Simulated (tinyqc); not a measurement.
Shallow acceptor in the spherical model (Baldereschi-Lipari), strong spin-orbit limit: one step, computed by the program tinyqc. Command: `OMP_NUM_THREADS=1 python tinyqc.py 3022472 3022473 out.jsonl acceptor walk`. One thread of a shared host (Intel(R) Xeon(R) Processor @ 2.30GHz), about 0.01 s of CPU time with the checks.

The 1S(3/2) state has an s envelope f(r) and a d envelope g(r). In effective units they obey -(f'' + 2f'/r + 2f/r) + mu (g'' + 5g'/r + 3g/r^2) = E f and -(g'' + 2g'/r - 6g/r^2 + 2g/r) + mu (f'' - f'/r) = E g. The cubic term, the split-off band and the central cell are left out.

Task: Lowest level in the small basis. H c = E S c with c^T S c = 1 and the largest component positive; the d weight is the part of the norm in g.

H (Ry*):
```
          f1        g1
f1     -0.96  1.497663
g1  1.497663      2.16
```

S:
```
    f1  g1
f1   1   0
g1   0   1
```

Give: E; coefficients; d weight.

Result:

E = -1.5625 Ry*

coefficients: f1 0.92773, g1 -0.37325

d weight = 0.13931
